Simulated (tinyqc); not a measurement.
Schottky emission and Poole-Frenkel conduction in an insulator, and how to tell them apart: one step of the calculation.

Schottky emission (electrode-limited): J = As T^2 exp[-(pb - b sqrt(F))/Vt], b = sqrt(q/(4 pi eps0 ei)). Poole-Frenkel emission (bulk-limited): J = s0 F exp[-(pt - 2 b sqrt(F))/Vt]. F in V/cm.

Task. Both currents at one field. Lowerings b sqrt(F) and 2 b sqrt(F); the image-force maximum lies at sqrt(q/(16 pi eps0 ei F)) from the electrode.

Inputs (values chosen for the exercise); dielectric values close to those of silicon nitride: temperature T = 325 K; high-frequency relative permittivity ei = 3.82; trap depth pt = 0.73 eV; Poole-Frenkel prefactor s0 = 0.026 S/cm; electrode barrier pb = 1.15 eV; Richardson constant As = 64 A/(cm^2 K^2); field F = 2.1 MV/cm.

Constants: q = 1.602176634e-19 C, kB = 1.380649e-23 J/K, Vt = kB T/q, eps0 = 8.8541878128e-14 F/cm where lengths are in cm. Results are converted to the units shown.

Give: Schottky lowering; position of the barrier top; Poole-Frenkel lowering; J, Schottky; J, Poole-Frenkel.

Result.

Schottky lowering = 281.35 meV
position of the barrier top = 0.66989 nm
Poole-Frenkel lowering = 562.71 meV
J, Schottky = 2.2901e-7 A/cm^2
J, Poole-Frenkel = 139.00 A/cm^2

Injection and bulk transport act in series, so the smaller capacity limits the current: here the electrode, by a factor of 6.07e8.

Range of the model: At the field F a Fowler-Nordheim estimate for tunnelling through pb (mass 0.4 m0) gives 1.4e-4 A/cm^2, more than Schottky emission.

Program tinyqc, `OMP_NUM_THREADS=1 python tinyqc.py 2370139 2370140 out.jsonl`; Intel Xeon 2.30GHz, shared host, one thread, about 0.01 s.
